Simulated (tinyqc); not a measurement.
Worked calculation: effective mass of the conduction band from tabulated energies. Values are carried at full precision from step to step, so a last printed digit may differ when a step is redone from the rounded ones.

c = hbar^2/2m0. A uniform scatter of up to 1 meV has been added to mimic numerical noise.
Constants: hbar^2/2m0 = 3.80998211 eV angstrom^2; kB = 8.617333262e-05 eV/K.

Parameters, chosen for this exercise (out of a larger set: band of an eight-band Kane model near GaSb; not measured data): T = 300 K (temperature).

## Finite differences

Energies along [111], from the band edge:
```
k (1/angstrom)   E (meV)
0.00000           0.0000
0.00540           3.0545
0.01080          10.7932
0.01620          24.5991
0.02160          43.2121
0.02700          63.9125
0.03240          91.0649
0.03780         117.7258
0.04320         148.9748
```

reference mass (curvature of the model at k = 0.0001 1/angstrom) = 0.03920 m0

The band is even in k. m = c k^2/E(k) from the points 1, 2, 4 (k = 0 is point 0); Richardson from points 1 and 2: c/m = [16 E(k1) - E(k2)]/(12 k1^2).

m from points 1, 2, 4 (m0): 0.03637  0.04117  0.04114

m by Richardson = 0.03501 m0

Errors against the reference: -7.21, +5.03 and +4.94 % and -10.69 %. The extrapolation does not help: a scatter of 1 meV is 33 % of the first energy, and the formula weights that point by 4/3.

## Least squares over all points

Fit E = a k^2 (a = sum k^2 E/sum k^4), then E = a k^2 + b k^4 from the normal equations; E in eV; m = c/a.

sums of k^4, k^6, k^8: 7.4589e-06  1.1082e-08  1.7847e-11

sums of k^2 E, k^4 E: 0.00061639  9.0477e-07

a, one term = 82.638 eV angstrom^2

a and b, two terms: 94.53  -8006

m, one and two terms (m0): 0.04610  0.04030

The parabola over all points errs by +17.6 % because the weights k^4 favour the outer points; the second term brings the error to +2.8 %.

## The non-parabolic form

E (1 + alpha E) = c k^2/m means that y = c k^2/E is a straight line in E with intercept m and slope m alpha. Fit the line by unweighted least squares over points 1 to 8, E in eV.

y (m0): 0.03637  0.04117  0.04065  0.04114  0.04346  0.04392  0.04624  0.04773

m = 0.03859 m0
alpha = 1.646 1/eV

The intercept errs by -1.56 %. The scatter of the first points, divided by small energies, tilts an unweighted line. The model has Eg = 0.816 eV, and for two bands alpha is near 1/Eg = 1.23 1/eV.

## Which mass for which use

From the fitted m and alpha: momentum mass at energy E, m (1 + 2 alpha E); curvature mass m (1 + 2 alpha E)^3; thermal factors to first order in alpha kT: density of states Nc (1 + 15 alpha kT/4), conductivity mass m (1 + 5 alpha kT). Take E = 3 kT/2.

alpha kT = 0.0426
momentum mass = 0.04351 m0
curvature mass = 0.05533 m0
factor on Nc = 1.1596
thermal conductivity mass = 0.04680 m0

alpha kT is small, so first order serves.

## Checks

- Two-term fit by normal equations against a least-squares routine: both 94.5335.

tinyqc: `OMP_NUM_THREADS=1 python tinyqc.py 1850329 1850330 out.jsonl`; about 0.01 s, one thread, shared Intel(R) Xeon(R) Processor @ 2.30GHz.
